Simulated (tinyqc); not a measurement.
Worked calculation: virtual-crystal alloy in the empirical-pseudopotential method. Values are carried at full precision from step to step, so a last printed digit may differ when a step is redone from the rounded ones.

Virtual crystal A(1-x)B(x): a = (1 - x) a_A + x a_B. Rule linear: V = (1 - x) V_A + x V_B. Rule volume: V = [(1 - x) a_A^3 V_A + x a_B^3 V_B]/a^3, since a form factor is an atomic potential divided by the cell volume.

Constants: hbar^2/2m0 = 3.80998211 eV angstrom^2; Ry = 13.60569312 eV.

Parameters, chosen for this exercise (classic local form factors of the size used for Si (A) and Ge (B), which place X and L only to a few tenths of an eV; not measured data):
```
symbol  value                   unit      meaning
a       (5.421, 5.651)          angstrom  lattice constants of A, B
VSA     (-0.207, 0.041, 0.078)  Ry        symmetric form factors of A
VAA     (0, 0, 0)               Ry        antisymmetric form factors of A
VSB     (-0.227, 0.01, 0.06)    Ry        symmetric form factors of B
VAB     (0, 0, 0)               Ry        antisymmetric form factors of B
rule    linear                            mixing rule
x       0.25                              fraction of B
```

## The virtual crystal

Form a, the two weights and the form factors.

a = 5.4785 angstrom

weights of A and B: [0.75000, 0.25000]

VS at 3, 8, 11 (Ry): [-0.21200, 0.03325, 0.07350]

VA at 3, 4, 11 (Ry): [0.00000, 0.00000, 0.00000]

## The six lowest plane waves at X

Empirical pseudopotential on the fcc lattice, atoms at +/- tau, tau = a (1,1,1)/8, no spin-orbit coupling. H(G,G') = c (2 pi/a)^2 |k + G|^2 delta + VS(q) cos(q.tau) + i VA(q) sin(q.tau), q = G - G', c = hbar^2/2m0; k and G in units of 2 pi/a; VS at |q|^2 = 3, 8, 11 and VA at 3, 4, 11, in rydberg, zero elsewhere. At each k the basis holds all G with |k + G|^2 up to 16; energies are counted from the fourth level at Gamma.

k = (1,0,0) with the small basis G = (0,0,0), (-2,0,0), (-1,1,1), (-1,-1,-1), (-1,1,-1), (-1,-1,1) in place of the full one.

H in this small basis (eV), rows 000, -200, -1+1+1, -1-1-1, -1+1-1, -1-1+1 and columns alike:
```
[[5.011, 0, -2.040, 2.040, -2.040, -2.040],
 [0, 5.011, 2.040, -2.040, -2.040, -2.040],
 [-2.040, 2.040, 10.023, -0.452, 0, 0],
 [2.040, -2.040, -0.452, 10.023, 0, 0],
 [-2.040, -2.040, 0, 0, 10.023, 0.452],
 [-2.040, -2.040, 0, 0, 0.452, 10.023]]
```

## Levels in the small basis

Diagonalise; the gap between the fourth and fifth level is a first estimate of the direct gap at X.

levels (absolute scale of H) (eV): [2.834, 2.834, 9.570, 9.570, 12.653, 12.653]

gap = 3.082 eV

The full basis gives 3.810 eV for this gap.

## The lowest conduction band along Gamma-X and at L

Full basis at each k.

Levels (eV):
```
k           band 3  band 4  band 5  band 6
L           -1.262  -1.262   1.548   3.882
(0.00,0,0)   0.000   0.000   3.273   3.297
(0.20,0,0)  -0.564  -0.564   2.718   4.166
(0.40,0,0)  -1.507  -1.507   1.767   4.143
(0.60,0,0)  -2.319  -2.319   1.049   2.582
(0.70,0,0)  -2.606  -2.606   0.830   1.946
(0.80,0,0)  -2.811  -2.811   0.720   1.446
(0.85,0,0)  -2.877  -2.877   0.706   1.251
(0.90,0,0)  -2.930  -2.930   0.720   1.081
(1.00,0,0)  -2.972  -2.972   0.838   0.838
```

On these points band 5 is lowest at (0.85,0,0), 0.706 eV above the valence top: in this model the gap is indirect, by a margin of 2567 meV.

## Checks

- Fifth band at (0.85,0,0) against the equivalent point (0,0,-0.85), on the absolute scale of H (eV): both 11.1636.

Run: tinyqc, `OMP_NUM_THREADS=1 python tinyqc.py 1050939 1050940 out.jsonl`; Intel(R) Xeon(R) Processor @ 2.30GHz, one thread, shared host; about 0.2 s of CPU time with all checks.
